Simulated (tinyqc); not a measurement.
Random telegraph noise from one oxide trap in a small MOSFET: two steps of the calculation.

An acceptor-like trap exchanges electrons with the channel. Inversion charge Q = Cox u, u = n Vt W0(exp((Vg - VT)/(n Vt))), W0 the Lambert function, n = nf, Cox = eps0 eox/tox; linear regime Id = (W/L) mu Q Vd. Relative to threshold the surface potential rises by Vt ln(u/u0) and the oxide voltage by the rest of Vg - VT, with u0 = n Vt W0(1).

Inputs (values chosen for the exercise); values of the order met in silicon transistors:
```
symbol  value        unit                                                                 meaning
T         200           K                                                             temperature
eox      9.06              relative permittivity of the gate insulator (close to aluminium oxide)
tox       7.7          nm                                                     insulator thickness
xt        1.4          nm                            depth of the trap from the channel interface
nf       1.35                                                                         body factor
W          37          nm                                                              gate width
L          20          nm                                                             gate length
mu        330  cm^2/(V s)                                                                mobility
asc         0         V s                              scattering coefficient of the charged trap
Vd       0.05           V                                                           drain voltage
```

Constants: q = 1.602176634e-19 C, kB = 1.380649e-23 J/K, Vt = kB T/q, eps0 = 8.8541878128e-14 F/cm where lengths are in cm. Results are converted to the units shown.

Question 1. Step height. A = W L; threshold step dV = q (1 - xt/tox)/(Cox A); gm/Id = 1/(u + n Vt); relative step dI/I = (gm/Id) dV + asc mu/A. Id as defined.

u = 0.56575263 V
N = 3.6787679e12 cm^-2

Wanted: electrons in the channel N A; dV; gm/Id; number part of dI/I; dI/I; Id; dI.

Answer 1.

electrons in the channel N A = 27.223
dV = 17.004 mV
gm/Id = 1.6977 1/V
number part of dI/I = 2.8868 %
dI/I = 2.8868 %
Id = 17.992 uA
dI = 519.38 nA

Question 2. Lorentzian spectrum. Spectrum S(f) = 4 dI^2/{(tc + te)[(1/tc + 1/te)^2 + (2 pi f)^2]}; corner fc = (1/tc + 1/te)/(2 pi); variance dI^2 tc te/(tc + te)^2. Give S at f = 0, at fc and at 10 fc.

tc = 0.068373597 s
te = 0.036877091 s
dI = 519.37511 nA

Wanted: fc; S(0); S(fc); S(10 fc); rms current.

Answer 2.

fc = 6.6435 Hz
S(0) = 5.8835e-15 A^2/Hz
S(fc) = 2.9418e-15 A^2/Hz
S(10 fc) = 5.8253e-17 A^2/Hz
rms current = 247.79 nA

The rms value is 0.477 of the step; it reaches its largest share, 1/2, when tc = te.

Range of the model: VT is taken as given; short-channel effects and the uneven flow of current among few electrons are left out.

tinyqc, about 0.01 s, one thread, Intel Xeon 2.30GHz (shared host): `OMP_NUM_THREADS=1 python tinyqc.py 2710084 2710085 out.jsonl`
